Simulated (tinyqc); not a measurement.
Defect-molecule model of a vacancy with Jahn-Teller distortion: one step. Transition levels and the effective U. Five cases, with inputs chosen for the exercise.

Task: From the energies W_n of the relaxed states with n = 0, 1, 2 electrons: E(2+/+) = W1 - W0, E(+/0) = W2 - W1, U_eff = E(+/0) - E(2+/+), E(2+/0) = (W2 - W0)/2.

Give: levels above Ev; U_eff.

Case 1.

States:
```
n  charge  Q_n (angstrom)  gain (eV)  W_n (eV)
0      2+        0.000000   0.000000  0.000000
1       +        0.117160   0.115988  0.134012
2       0        0.234320   0.463953  0.196047
```

Result:

levels above Ev (eV): (2+/+) 0.1340, (+/0) 0.0620, (2+/0) 0.0980

U_eff = -0.0720 eV

U_eff < 0: the second electron is bound more strongly than the first, the + state is never the lowest, and the charge changes by two at 0.0980 eV.

Case 2.

States:
```
n  charge  Q_n (angstrom)  gain (eV)  W_n (eV)
0      2+        0.000000   0.000000  0.000000
1       +        0.129825   0.144105  0.135895
2       0        0.259649   0.576421  0.233579
```

Result:

levels above Ev (eV): (2+/+) 0.1359, (+/0) 0.0977, (2+/0) 0.1168

U_eff = -0.0382 eV

U_eff < 0: the second electron is bound more strongly than the first, the + state is never the lowest, and the charge changes by two at 0.1168 eV.

Case 3.

States:
```
n  charge  Q_n (angstrom)  gain (eV)  W_n (eV)
0      2+        0.000000   0.000000  0.000000
1       +        0.119767   0.123360  0.146640
2       0        0.239535   0.493442  0.356558
```

Result:

levels above Ev (eV): (2+/+) 0.1466, (+/0) 0.2099, (2+/0) 0.1783

U_eff = 0.0633 eV

U_eff > 0: the + state is the lowest for mu between 0.1466 and 0.2099 eV. The vacancy in silicon is known as a negative-U centre; these values fall on the other side of the balance.

Case 4.

States:
```
n  charge  Q_n (angstrom)  gain (eV)  W_n (eV)
0      2+        0.000000   0.000000  0.000000
1       +        0.133702   0.161779  0.188221
2       0        0.267403   0.647116  0.392884
```

Result:

levels above Ev (eV): (2+/+) 0.1882, (+/0) 0.2047, (2+/0) 0.1964

U_eff = 0.0164 eV

U_eff > 0: the + state is the lowest for mu between 0.1882 and 0.2047 eV. The vacancy in silicon is known as a negative-U centre; these values fall on the other side of the balance.

Case 5.

States:
```
n  charge  Q_n (angstrom)  gain (eV)  W_n (eV)
0      2+        0.000000   0.000000  0.000000
1       +        0.116940   0.125126  0.054874
2       0        0.233880   0.500503  0.149497
```

Result:

levels above Ev (eV): (2+/+) 0.0549, (+/0) 0.0946, (2+/0) 0.0747

U_eff = 0.0397 eV

U_eff > 0: the + state is the lowest for mu between 0.0549 and 0.0946 eV. The vacancy in silicon is known as a negative-U centre; these values fall on the other side of the balance.

Computed by tinyqc, one run a case: `OMP_NUM_THREADS=1 python tinyqc.py N N+1 out.jsonl` with N = 1481965, 1482142, 1482157, 1482278, 1482381; one thread of a shared Intel(R) Xeon(R) Processor @ 2.30GHz, about 0.01 s a run at most.
